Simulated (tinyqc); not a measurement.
## Trap density and cross-section from triangular pulses

Problem. In charge pumping, for a flat interface trap density D0 and a symmetric triangular wave, Qcp = -2 q A D0 Vt ln[vth s ni (dV/Va)/(2 f)], with s the geometric mean cross-section. Find D0, the frequency f0 where the line meets zero, and s.

Parameters, values chosen for the exercise: temperature T = 200 K; gate area A = 92 um^2; thermal velocity at 200 K, one nominal value for electrons and holes vth = 1.3e7 cm/s; Vth - Vfb dV = 0.95 V; pulse height Va = 1.6 V.

Constants: q = 1.602176634e-19 C, kB = 1.380649e-23 J/K, Vt = kB T/q. Results are converted to the units shown.

Qcp at f = 50000 and 5e5 Hz (fC): 1.7074581  2.3275023
ni = 1.8251094e10 cm^-3

Solution. Qcp is linear in ln f: the slope gives D0 and the zero gives s = 2 f0 Va/(vth ni dV).

D0 = 5.300e10 cm^-2 eV^-1
f0 = 88.15 Hz
s = 1.251e-15 cm^2

Program tinyqc, `OMP_NUM_THREADS=1 python tinyqc.py 2030109 2030110 out.jsonl`; Intel Xeon 2.30GHz, shared host, one thread, about 0.01 s.
